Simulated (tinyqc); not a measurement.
Polytypes by hexagonality, and a cubic inclusion as a quantum well: one step. The polarisation field.

Gap: E3 + (Es - E3) h/hs for h up to hs, then linear from Es to E2 at h = 1. Valence top Ev2 h and polarisation P2 h, both counted from 3C; Ec = Ev + gap.

A cubic inclusion of width L = N d in the host (h = 0.5) is a well of depth V = Ec(host) - Ec(3C). Square well with mass mismatch: k tan(k L/2) = (m_w/m_b) q, k = sqrt(m_w E/c), q = sqrt(m_b (V - E)/c), c = hbar^2/2m0, lowest root. The depth of the level, V - E, is its binding, and the transition to the valence top of the host is gap(host) - (V - E). The step in polarisation gives a field |F| = |P|/(eps eps0) in a thin inclusion, eps0 = 8.8541878e-12 F/m.

Values chosen for the exercise (of the order of those of SiC; the results hold for these values, not for the real material):
- E3 = 2.398 eV (gap of the cubic polytype)
- E2 = 3.329 eV (gap of 2H)
- Ev2 = 0.152 eV (valence top of 2H above that of 3C)
- P2 = -0.0455 C/m^2 (spontaneous polarisation of 2H)
- Es = 3.238 eV (gap at the hexagonality hs)
- hs = 0.5 (hexagonality up to which the first line holds)
- eps = 10 (dielectric constant)

L = 5.02600 angstrom

Problem. Give |F|, the drop |F| L, the bound charge |P|/e per cm^2 (e = 1.602176634e-19 C), and, as a first estimate, the shift -|F| L/2 of the transition for an electron centred in the layer and a hole in the host on the high side.

Give: |F|; drop; bound charge; estimated shift.

Solution.

|F| = 2.569 MV/cm
drop = 129.1 meV
bound charge = 1.42e+13 cm^-2
estimated shift = -64.6 meV

The drop is 14 % of the well depth. The host edge on the low side sinks by 65 meV against the centre, less than the 277 meV by which the flat well binds.

Run: tinyqc, `OMP_NUM_THREADS=1 python tinyqc.py 1850528 1850529 out.jsonl`; Intel(R) Xeon(R) Processor @ 2.30GHz, one thread, shared host; about 0.05 s of CPU time with all checks.
